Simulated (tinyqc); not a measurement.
Buckled dimers of a reconstructed (001) surface, two dangling bonds a dimer, step by step. Values are carried at full precision from step to step, so a last printed digit may differ when a step is redone from the rounded ones.

In a dimer one atom moves up by z and the other down by z; the dangling bond of the up atom (more s-like) falls by gm z and that of the down atom rises by gm z. With all dimers tilted alike: H(k) = [[-gm z - 2 ta cos k, -tp - 2 tx cos k], [., gm z - 2 ta cos k]], k along the row in 1/a. Two electrons a dimer fill the lowest N of the 2N levels on the mesh k_j = (j + 1/2) pi/N. Total energy a dimer: W(z) = (2/N) sum of the filled levels + kf z^2. Repulsion between electrons is left out.

Constants: kB = 8.617333262e-05 eV/K.

Parameters, chosen for this exercise (of the size met on Si(001); not measured data):
- tp = 0.34 eV (pi coupling inside a dimer)
- ta = 0.18 eV (coupling between like atoms along the row)
- tx = 0.07 eV (diagonal coupling along the row)
- gm = 1.84 eV/angstrom (shift of a dangling bond with height)
- z = 0.37 angstrom (a trial buckling)
- k = 0.25 pi/a (wave vector along the row)
- kf = 5.4 eV/angstrom^2 (force constant of buckling)
- N = 16 (k points)

## One k point at the trial buckling

Form H, its levels and the weight of the lower one on the up atom, (1 + gm z/sqrt((gm z)^2 + h^2))/2 with h the off-diagonal element; k is given in pi/a.

H (eV):
```
           up     down
up    -0.9354  -0.4390
down  -0.4390   0.4262
```

levels (eV): -1.0646  0.5555

weight on the up atom = 0.9202

## The bands on the mesh

Both levels at each k_j for the trial z, and W(z).

Levels (eV):
```
j   k (pi/a)    lower   upper
0     0.0312  -1.1909  0.4743
1     0.0938  -1.1740  0.4850
2     0.1562  -1.1411  0.5061
3     0.2188  -1.0934  0.5368
4     0.2812  -1.0330  0.5762
5     0.3438  -0.9624  0.6230
6     0.4062  -0.8845  0.6755
7     0.4688  -0.8025  0.7319
8     0.5312  -0.7197  0.7902
9     0.5938  -0.6392  0.8482
10    0.6562  -0.5642  0.9036
11    0.7188  -0.4973  0.9540
12    0.7812  -0.4409  0.9975
13    0.8438  -0.3969  1.0319
14    0.9062  -0.3668  1.0558
15    0.9688  -0.3515  1.0680
```

band energy = -1.5323 eV
elastic energy = 0.7393 eV
W = -0.7930 eV

The lower band is full and the upper empty.

## An isolated dimer

For ta = tx = 0, W = -2 sqrt(tp^2 + (gm z)^2) + kf z^2. It buckles if gm^2/kf > tp; then sqrt(tp^2 + (gm z)^2) = gm^2/kf, the gap is twice that, and the gain is (gm^2/kf - tp)^2 kf/gm^2.

gm^2/kf = 0.6270 eV
buckling z = 0.2863 angstrom
gap = 1.2539 eV
gain = 0.1313 eV

The pi bond is too weak to resist: the dimer tilts and charge moves to the up atom.

## The row at its minimum

Minimise W over z from 0 to 1 angstrom. Gap: lowest upper level less highest lower level on 201 points from 0 to pi (negative: overlap). Charge moved to the up atom: the mean of gm z/sqrt((gm z)^2 + h^2) over the mesh, valid for a full lower band.

z = 0.2856 angstrom
gain over flat dimers = 0.1367 eV

gap (eV): flat -0.0400, at the minimum 0.5539

charge moved = 0.838 e

Buckling turns overlapping bands into a gap, as one-electron models find for Si(001). Per dimer, the gain is also the barrier for flipping the whole row together in this picture, 5.3 kT at 300 K.

## Checks

- Buckling of an isolated dimer from the formula against numerical minimisation: both 0.2863.

Run: tinyqc, `OMP_NUM_THREADS=1 python tinyqc.py 1451443 1451444 out.jsonl`; Intel(R) Xeon(R) Processor @ 2.30GHz, one thread, shared host; about 0.04 s of CPU time with all checks.
